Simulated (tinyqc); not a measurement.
# Resonant-tunnelling diode, transfer matrices and Tsu-Esaki current, step by step

Program tinyqc, `OMP_NUM_THREADS=1 python tinyqc.py 2600149 2600150 out.jsonl`; Intel Xeon 2.30GHz, shared host, one thread, about 0.2 s. Printed values are rounded.

Emitter (band edge 0), barrier d1, well Lw, barrier d2, collector (edge -V). The bias drops linearly over these layers and none in the contacts; each layer is cut into ns equal slices, flat at the value of their centres. E is the energy of motion across the layers, C = hbar^2/(2 m0), psi and psi'/m are continuous. Transport is coherent, T(E) is taken as independent of the transverse momentum, and charge in the well is ignored.

Values chosen for this exercise; masses and offsets of a made-up heterostructure:
```
symbol,value,unit,meaning
T,200,K,temperature
mw,0.033,m0,"mass in the well, spacer and contacts"
U1,1.2,eV,barrier height
m1,0.14,m0,barrier mass
d1,1.3,nm,emitter barrier
Lw,3.8,nm,well width
d2,1.7,nm,collector barrier
ns,4,,slices in each layer
Ef,0.08,eV,Fermi energy of both contacts above their band edges
V,0.31,V,bias of the collector
E,0.06306,eV,trial energy
```

Constants: q = 1.602176634e-19 C, kB = 1.380649e-23 J/K, hbar = 1.054571817e-34 J s, m0 = 9.1093837015e-31 kg, Vt = kB T/q, hbar^2/(2 m0) = 0.0380998212 eV nm^2. Results are converted to the units shown.

## Slices under bias

U = edge of the layer - V x/Lt at the centre x of each slice, Lt the summed thickness.

```
slice	U (eV)	m (m0)	width (nm)
0	1.19259	0.14	0.325
1	1.17778	0.14	0.325
2	1.16296	0.14	0.325
3	1.14814	0.14	0.325
4	-0.08092	0.033	0.95
5	-0.12423	0.033	0.95
6	-0.16754	0.033	0.95
7	-0.21085	0.033	0.95
8	0.95781	0.14	0.425
9	0.93844	0.14	0.425
10	0.91906	0.14	0.425
11	0.89969	0.14	0.425
```

## Running product of the slice matrices at the trial energy

For the pair (psi, psi'/m) a flat layer has M = [[cos kd, (m/k) sin kd], [-(k/m) sin kd, cos kd]] with k = sqrt(m (E - U)/C) above its edge U, and M = [[cosh Kd, (m/K) sinh Kd], [(K/m) sinh Kd, cosh Kd]] with K = sqrt(m (U - E)/C) below it. Later slices stand to the left. With M acting on (psi, psi'/m) and v = k/m in each lead, T(E) = 4 vL vR/[(vL vR M12 - M21)^2 + (vR M11 + vL M22)^2]. vL = sqrt(mw E/C)/mw, vR = sqrt(mw (E + V)/C)/mw.

Product after each layer:
```
	M11	M12 (nm)	M21 (1/nm)	M22
barrier d1	6.97253	0.475231	98.6470	6.86696
well	8.21133	0.570771	-109.012	-7.45566
barrier d2	-2.01653	-0.0412758	-35.5671	-1.22392
```

T(E) = 0.173280

## Transmission at three energies near the peak

three energies (eV): 0.060736  0.061156  0.061576

The same product at each energy.

T(E) at these energies: 0.826376  0.966287  0.763547

## Breit-Wigner parameters from a parabola through 1/T(E)

Near a resonance 1/T(E) = (1/Tp) [1 + (2 (E - Er)/G)^2]. With y = 1/T(E) at E0 - h, E0, E0 + h: a = (y1 + y3 - 2 y2)/(2 h^2), b = (y3 - y1)/(2 h), Er = E0 - b/(2 a), 1/Tp = y2 - b^2/(4 a), G = 2 sqrt(1/(Tp a)), tau = hbar/G.

Er = 0.0611095 eV
Tp = 0.968865
G = 1.79910 meV
tau = 365.856 fs

The true maximum of T(E) lies at 0.061108 eV with height 0.9690 and full width 1.797 meV; the fitted G is 0.10 % above that width.

## Current from the resonance alone

J = J0 times the integral over E > 0 of T(E) N(E), N = ln[(1 + exp((Ef - E)/Vt))/(1 + exp((Ef - V - E)/Vt))], J0 = q^2 mw m0 kB T/(2 pi^2 hbar^3) (times 1e-4 for A/cm^2 per eV). For a sharp resonance J = J0 (pi G/2) Tp N(Er), with Er the peak energy, Tp the peak transmission and G the full width at half maximum (in eV). The three values given are estimates from a parabola through three points of 1/T(E).

J0 = 9.20405e6 A/(cm^2 eV)
N(Er) = 1.38439
J = 34.8881 kA/cm^2

The full integral over T(E) gives 34.33 kA/cm^2; the value above is 1.6 % above it. With the exact position, height and width of the peak (Er = 0.061108 eV, Tp = 0.9690, G = 1.797 meV) the formula is 1.5 % above it.
